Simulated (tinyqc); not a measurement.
Inside a calculation. Method: G0W0 on RHF in the sto-3g basis, for H4, spin multiplicity 1. One step of it, computed by the program tinyqc.

Problem. Screening: direct RPA. With D = e_a - e_i and K = (ia|jb): diagonalise D^(1/2) (D + 4K) D^(1/2) = Z w^2 Z^T; X + Y = D^(1/2) Z w^(-1/2), each column of Z with its largest component positive (the first on a tie); E_c = (sum w - tr (D + 2K)) / 2.

orbital energies (hartree): MO1 -0.657226, MO2 -0.489645, MO3 0.570393, MO4 0.811134

Two-electron integrals over orbitals (pq|rs), unique and non-zero (hartree):
```
(11|11) 0.488432   (21|21) 0.193885   (22|11) 0.489962   (22|22) 0.502338
(31|31) 0.098420   (32|32) 0.083087   (33|11) 0.473457   (33|22) 0.477761
(33|33) 0.482880   (41|32) 0.081487   (41|41) 0.079968   (42|31) 0.102179
(42|42) 0.110033   (43|21) 0.190263   (43|43) 0.208134   (44|11) 0.483483
(44|22) 0.494067   (44|33) 0.494430   (44|44) 0.511106
```

Give: D^(1/2) (D + 4K) D^(1/2); excitation energies w; X + Y; RPA correlation energy.

Solution.

D^(1/2) (D + 4K) D^(1/2) (hartree^2):
```
        1>3     1>4     2>3     2>4
1>3  1.9903  0.0000  0.0000  0.5165
1>4  0.0000  2.6258  0.4067  0.0000
2>3  0.0000  0.4067  1.4760  0.0000
2>4  0.5165  0.0000  0.0000  2.2645
```

excitation energies w (hartree): 1.1605  1.2622  1.6315  1.6598

X + Y:
```
           1        2       3       4
1>3   0.0000   0.7817  0.5289  0.0000
1>4  -0.3408   0.0000  0.0000  0.8963
2>3   0.9108   0.0000  0.0000  0.2421
2>4   0.0000  -0.6189  0.7078  0.0000
```

RPA correlation energy = -0.042915 hartree
